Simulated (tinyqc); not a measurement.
Band offset of a heterojunction with an interface dipole (two-band chains, self-consistent charge), step by step. Values are carried at full precision from step to step, so a last printed digit may differ when a step is redone from the rounded ones.

Sites alternate A, C. Left: A at -G1/2, C at +G1/2, hopping -t1; right: A at D - G2/2, C at D + G2/2, hopping -t2; the bonds across the two interfaces of a ring (C left to A right, C right to A left) have -sqrt(t1 t2). D is the offset of the mid-gaps, so Ev(right) - Ev(left) = D - (G2 - G1)/2 and Ec(right) - Ec(left) = D + (G2 - G1)/2. The closing bond has its sign reversed (antiperiodic ring). Half the levels are filled with two electrons each. The charge moved is q = (electrons on the left) less one a site; the mean over the two interfaces, q/2, is taken as the charge that crosses each, and its dipole opposes the offset: D = D0 - u q/2.

Values chosen for the exercise (gaps near those of Si and Ge; the chains and D0 are free models, so the offsets are not those of the real pair; shifted at random, so the results belong to these values and not to a real crystal):
```
symbol  value  unit  meaning
G1      1.09   eV    gap on the left
G2      0.69   eV    gap on the right
t1      2.29   eV    hopping on the left
t2      1.72   eV    hopping on the right
D0      -0.31  eV    mid-gap of the right side above that of the left, without dipole
n       3            cells a side in the small ring
u       8      eV    potential step per electron moved across
mx      0.2          mixing
```

## The small ring at D = D0

Fill in H.

H (eV), lower triangle:
```
         AL1      CL1      AL2      CL2      AL3      CL3      AR1      CR1      AR2      CR2      AR3     CR3
AL1  -0.5450
CL1  -2.2900   0.5450
AL2        0  -2.2900  -0.5450
CL2        0        0  -2.2900   0.5450
AL3        0        0        0  -2.2900  -0.5450
CL3        0        0        0        0  -2.2900   0.5450
AR1        0        0        0        0        0  -1.9846  -0.6550
CR1        0        0        0        0        0        0  -1.7200   0.0350
AR2        0        0        0        0        0        0        0  -1.7200  -0.6550
CR2        0        0        0        0        0        0        0        0  -1.7200   0.0350
AR3        0        0        0        0        0        0        0        0        0  -1.7200  -0.6550
CR3   1.9846        0        0        0        0        0        0        0        0        0  -1.7200  0.0350
```

## Levels and site charges

Diagonalise, fill the lower half with two electrons each, and sum the electrons on the left (L) less one a site.

levels (eV): -4.3431  -3.8466  -3.0313  -2.9280  -1.3076  -1.2572  0.8129  1.0305  2.5363  2.6216  3.5512  4.3015

electrons on the sites: AL1 1.1908, CL1 0.7588, AL2 1.2099, CL2 0.7516, AL3 1.2098, CL3 0.7454, AR1 1.2464, CR1 0.8056, AR2 1.2268, CR2 0.8116, AR3 1.2286, CR3 0.8147

q = -0.1338 electrons

Electrons move to the right, the side whose mid-gap lies lower.

## Self-consistent offset

From here on the ring has 24 cells a side.

Start at D = D0; D(out) = D0 - u q(D)/2; D(new) = D + mx (D(out) - D); stop when |D(out) - D| < 1e-7 eV.

Iterations:
```
i     D (eV)         q  D(out) (eV)  D(out) - D
0   -0.31000  -0.18998      0.44993       0.760
1   -0.15801  -0.09548      0.07190       0.230
2   -0.11203  -0.06753     -0.03989      0.0721
3   -0.09760  -0.05880     -0.07481      0.0228
4   -0.09304  -0.05604     -0.08583     0.00721
5   -0.09160  -0.05517     -0.08932     0.00228
6   -0.09115  -0.05489     -0.09042    0.000723
7   -0.09100  -0.05481     -0.09077    0.000229
8   -0.09096  -0.05478     -0.09088    7.25e-05
9   -0.09094  -0.05477     -0.09092    2.29e-05
10  -0.09094  -0.05477     -0.09093    7.27e-06
11  -0.09094  -0.05477     -0.09093    2.30e-06
12  -0.09094  -0.05477     -0.09093    7.28e-07
13  -0.09093  -0.05477     -0.09093    2.31e-07
14  -0.09093  -0.05477     -0.09093    7.30e-08
```

D = -0.0909 eV

Converged at i = 14: the dipole removes 71 % of the starting offset.

## Linear response

chi = (q(+h) - q(-h))/(2h) at D = 0 with h = 0.01 eV; S = 1/(1 + u chi/2); linear estimate D = S D0.

chi = 0.60131 1/eV
S = 0.2937
linear estimate of D = -0.0910 eV

The self-consistent value is -0.0909 eV, +0.1 meV from the estimate. At D = 0 no net charge crosses: the mid-gaps are the neutrality levels of these symmetric chains.

## The line-up

Ev(right) - Ev(left) = D - (G2 - G1)/2 and Ec(right) - Ec(left) = D + (G2 - G1)/2, for D0, for the self-consistent D and for D = 0. Type I: the offsets have opposite signs; type III: one valence edge lies above the other conduction edge; else type II.

Offsets (eV):
```
case                            D  valence  conduction                 type
no dipole                  -0.310   -0.110      -0.510  type II (staggered)
self-consistent            -0.091    0.109      -0.291  type I (straddling)
neutrality levels aligned   0.000    0.200      -0.200  type I (straddling)
```

The dipole changes the type of the junction.

## Checks

- q at D = 0 against zero, as particle-hole symmetry demands: both 0.000000.
- q at the self-consistent D on 24 against 48 cells a side: both -0.0548.

Run: tinyqc, `OMP_NUM_THREADS=1 python tinyqc.py 1480191 1480192 out.jsonl`; Intel(R) Xeon(R) Processor @ 2.30GHz, one thread, shared host; about 0.4 s of CPU time with all checks.
